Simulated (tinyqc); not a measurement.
Slope factor and drain-induced lowering from three currents.

Question. With source and body at 0 V, I = A exp((Vg + dd Vd)/(nf Vt)) (1 - exp(-Vd/Vt)). Find nf, the swing nf Vt ln 10 and dd.

Inputs (values chosen for the exercise):
```
symbol  value  unit      meaning
T         300     K  temperature
```

Constants: q = 1.602176634e-19 C, kB = 1.380649e-23 J/K, Vt = kB T/q. Results are converted to the units shown.

currents at (Vg, Vd) = (0, 0.05), (0, 1) and (0.06, 1) V (nA/um): 0.015535246  0.17770670  0.88073572

Solution. The pair at equal Vd gives nf; the pair at equal Vg, after dividing out the factors 1 - exp(-Vd/Vt), gives dd.

nf = 1.45
swing = 86.3 mV/decade
dd = 0.0900

Numbers from tinyqc (`OMP_NUM_THREADS=1 python tinyqc.py 2242099 2242100 out.jsonl`; about 0.04 s on one thread of a shared Intel Xeon 2.30GHz).
